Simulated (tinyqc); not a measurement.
Comparisons within one model: two-dimensional electron gas with Rashba and Dresselhaus coupling. A value that a table varies takes the place of the one given here.

H = c k^2/m + al (ky sx - kx sy) + b1 (kx sx - ky sy) + gam kx ky (kx sy - ky sx), s the Pauli matrices, x = [100], c = hbar^2/2m0, b1 = gam (pi/L)^2 (hard walls). H = c k^2/m + B.s, so E = c k^2/m -/+ |B| and the lower state has its spin along -B.

Constants: hbar^2/2m0 = 3.80998211 eV angstrom^2.

Inputs chosen for the exercise (of the size met in InGaAs; not measured data):
```
symbol  value   unit           meaning
m       0.0433  m0             mass
al      0.19    eV angstrom    Rashba constant
gam     19.8    eV angstrom^3  bulk Dresselhaus constant
L       245     angstrom       width of the (001) well
n       5.2     1e11/cm^2      sheet density (one subband filled)
```

## Splitting and spin direction around the circle

At |k| = k0 = sqrt(2 pi n), 1e11/cm^2 = 1e-5/angstrom^2.

Around the circle:
```
phi (deg)  Bx (meV)  By (meV)  splitting (meV)  lower spin (deg)
0.0          0.0588   -3.4344           6.8697              91.0
22.5         1.3528   -3.1573           6.8698             113.2
45.0         2.4287   -2.4287           6.8695             135.0
67.5         3.1573   -1.3528           6.8698             156.8
90.0         3.4344   -0.0588           6.8697             179.0
112.5        3.1886    1.2757           6.8687            -158.2
135.0        2.4282    2.4282           6.8680            -135.0
157.5        1.2757    3.1886           6.8687            -111.8
```

What can be read from the table?

The splitting runs from 6.8680 meV at 135 to 6.8698 meV at 22.5 degrees. Along [110] it is 2 k |al + b1 - 2 b3| and along [-110] 2 k |al - b1 + 2 b3|, b3 = gam k^2/4. From 0 to 90 degrees the spin turns with k (+88 degrees), the sense of the Rashba term.

## Tuning the Rashba term through the balance point

al = f (b1 - b3) at k0 = sqrt(2 pi n), b3 = gam k0^2/4. Helix wavelength along [110]: 2 pi c/(m |al + b1 - b3|). Dyakonov-Perel rates are proportional to the mean squares of the first harmonics: for spin along z, al^2 + (b1 - b3)^2; for the most protected in-plane spin, (al - (b1 - b3))^2/2 (third harmonic left out); both are given over (b1 - b3)^2.

Against f:
```
f     al (meV angstrom)  wavelength (micron)  rate, z  rate, in plane
0.00              0.000               33.746    1.000          0.5000
0.25              0.410               26.996    1.062          0.2812
0.50              0.819               22.497    1.250          0.1250
0.75              1.229               19.283    1.562          0.0312
0.90              1.474               17.761    1.810          0.0050
1.00              1.638               16.873    2.000          0.0000
1.25              2.048               14.998    2.562          0.0312
2.00              3.277               11.249    5.000          0.5000
```

What does this show?

At f = 1, al = 1.64 meV angstrom, the first harmonic points along one axis for all k and the listed in-plane rate vanishes; the helix would have wavelength 16.87 micron. But the third harmonic, left out of the table, has b3/(b1 - b3) = 0.99; its mean square, 0.49 in these units against 0.50 for the in-plane rate at f = 0, limits the protection to about the ratio of the two. The uniform z spin still relaxes there, twice as fast as at f = 0.

## What each parameter does

Splittings 2|B| at k0 = sqrt(2 pi n) along [100], [110] and [-110], and E0 = c k0^2/m; 1e11/cm^2 = 1e-5/angstrom^2. Each row changes one parameter from the base and keeps the others.

Results:
```
case                       [100] (meV)  [110] (meV)  [-110] (meV)  E0 (meV)
base                            6.8697       6.8695        6.8680     28.75
m = 0.04763 m0                  6.8697       6.8695        6.8680     26.14
al = 0.228 eV angstrom          8.2433       8.2432        8.2417     28.75
gam = 23.76 eV angstrom^3       6.8702       6.8696        6.8678     28.75
L = 265 angstrom                6.8694       6.8524        6.8850     28.75
n = 7.8 1e11/cm^2               8.4137       8.3417        8.4831     43.12
```

What does this show?

The largest shifts from the base row, up to three for each result and ties (the steps differ in size, so this ranks the rows, not the parameters). [100] (meV): n +1.5439, al +1.3736, gam +0.0004; unchanged at the printed digits by m. [110] (meV): n +1.4723, al +1.3737, L -0.0171; unchanged at the printed digits by m. [-110] (meV): n +1.6151, al +1.3737, L +0.0171; unchanged at the printed digits by m. E0 (meV): n +14.37, m -2.61; unchanged at the printed digits by al, gam and L.

Run: tinyqc, `OMP_NUM_THREADS=1 python tinyqc.py 1452803 1452804 out.jsonl`; Intel(R) Xeon(R) Processor @ 2.30GHz, one thread, shared host; about 0.01 s of CPU time with all checks.
